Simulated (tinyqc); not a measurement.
What moves the results: polar nitride quantum well with polarisation fields. A value that a table varies takes the place of the one given here.

Growth along [0001]. e_par = (a_sub - a)/a, Ppz = 2 e_par (e31 - e33 C13/C33), P = Psp + Ppz in each layer; strain relaxation and the strain shift of the gaps are left out, although thick layers with more than about 1 % mismatch would relax.

In a periodic stack without free charge the potential drop over a period vanishes: F_w = (P_b - P_w) Lb/(eps0 (eps_w Lb + eps_b Lw)), F_b = -F_w Lw/Lb, eps0 = 8.8541878e-12 F/m; 1 MV/cm = 1e8 V/m = 0.01 V/angstrom.

Envelope functions on cells of 0.25 angstrom over barrier, well, barrier (widths Lb, Lw, Lb), psi = 0 beyond, psi'/m continuous (mean mass between points), c = hbar^2/2m0. With u(z) the integral of e F (F_w in the well, F_b = -F_w Lw/Lb in the barriers, 1 MV/cm = 0.01 V/angstrom), zero at the centre of the well, the electron sees u plus Vc in the barriers and the hole -u plus Vv. The transition is Eg + E_e + E_h; excitons are left out.

Constants: hbar^2/2m0 = 3.80998211 eV angstrom^2; hc = 1239.841984 eV nm.

Inputs chosen for the exercise (near those of an InGaN well in GaN; shifted at random, so the results belong to these values and not to a real crystal):
- a_w = 3.253 angstrom (lattice constant a, well)
- a_b = 3.189 angstrom (lattice constant a, barrier)
- a_sub = 3.189 angstrom (in-plane lattice constant of the stack)
- Psp_w = -0.0307 C/m^2 (spontaneous polarisation)
- Psp_b = -0.0347 C/m^2 (spontaneous polarisation)
- e31_w = -0.35 C/m^2
- e31_b = -0.349 C/m^2
- e33_w = 0.711 C/m^2
- e33_b = 0.669 C/m^2
- C_w = 0.278 (C13/C33)
- C_b = 0.271 (C13/C33)
- eps_w = 11.3 (dielectric constant)
- eps_b = 10.2 (dielectric constant)
- Lb = 120 angstrom (barrier width)
- Eg = 2.738 eV (gap of the well)
- Vc = 0.477 eV (conduction offset)
- Vv = 0.225 eV (valence offset)
- me = 0.177 m0 (electron, well)
- meb = 0.2 m0 (electron, barrier)
- mh = 1.39 m0 (hole, everywhere)
- Ls = (10, 14, 20, 28, 38, 50) angstrom (well widths)
- Lw = 38 angstrom (well width)

## Width of the well

Field, levels and overlap anew for each width.

Results:
```
Lw (angstrom)  F_w (MV/cm)  E (eV)  E without field (eV)  overlap^2  ln overlap^2
10                  -2.375  3.0945                3.1372      0.653         -0.43
14                  -2.310  2.9699                3.0409      0.554         -0.59
20                  -2.220  2.8185                2.9472      0.330         -1.11
28                  -2.109  2.6525                2.8760      0.112         -2.19
38                  -1.986  2.4741                2.8281     0.0174         -4.05
50                  -1.856  2.2862                2.7974    0.00105         -6.86
```

The red shift grows from 43 to 511 meV. The line drops below Eg between 20 and 28 angstrom, which a square well can never do. Over the last two rows dE/dLw = -15.7 meV per angstrom, against -|e F_w| = -18.6 in the last row; the field itself weakens by 22 % over the table, since a wider well shares the drop with the barrier. The overlap falls by a factor 621.

## Screening the field

F_w = -1.9859 MV/cm

Carriers or a semipolar orientation reduce the field; here it is simply scaled in well and barrier.

Results:
```
share of the field  F_w (MV/cm)  E (eV)     nm  overlap^2  separation (angstrom)
1.0                      -1.986  2.4741  501.1      0.017                   27.2
0.8                      -1.589  2.5722  482.0      0.040                   25.0
0.6                      -1.192  2.6620  465.8      0.094                   22.2
0.4                      -0.794  2.7400  452.5       0.23                   18.3
0.2                      -0.397  2.8005  442.7       0.54                   12.4
0.0                       0.000  2.8281  438.4       0.98                    0.0
```

Full screening shifts the line by -62.7 nm (+354 meV). The first fifth of the screening gives 98 meV and the last fifth 28 meV; a purely quadratic shift would give a ratio of 9, a linear one 1, and here it is 3.6.

## What each parameter does

Polarisation, field, levels and overlap anew. Each row changes one parameter from the base and keeps the others.

Results:
```
case                    F_w (MV/cm)  E (eV)  overlap^2  red shift (meV)
base                         -1.986  2.4741      0.017              354
Lw = 43 angstrom             -1.930  2.3928     0.0058              420
Lb = 105 angstrom            -1.925  2.4906      0.020              338
a_sub = 3.199 angstrom       -1.983  2.4749      0.018              353
Psp_b = -0.0382 C/m^2        -2.258  2.4032      0.010              425
e33_w = 0.782 C/m^2          -2.046  2.4586      0.015              370
eps_w = 12.4                 -1.846  2.5094      0.023              319
mh = 0.97 m0                 -1.986  2.4893      0.023              343
Vc = 0.405 eV                -1.986  2.4608      0.015              364
```

The largest shifts from the base row, up to three for each result and ties (the steps differ in size, so this ranks the rows, not the parameters). F_w (MV/cm): Psp_b -0.272, eps_w +0.140, Lb +0.061; unchanged at the printed digits by mh and Vc. E (eV): Lw -0.0813, Psp_b -0.0709, eps_w +0.0353. overlap^2: Lw -0.0116, Psp_b -0.00738, eps_w +0.00584. red shift (meV): Psp_b +71, Lw +66, eps_w -35.

Computed by tinyqc, a small Python program: `OMP_NUM_THREADS=1 python tinyqc.py 1250427 1250428 out.jsonl` (the numbers bound the seed that draws the inputs); one thread of a shared host (Intel(R) Xeon(R) Processor @ 2.30GHz), about 0.05 s for the whole set of steps.
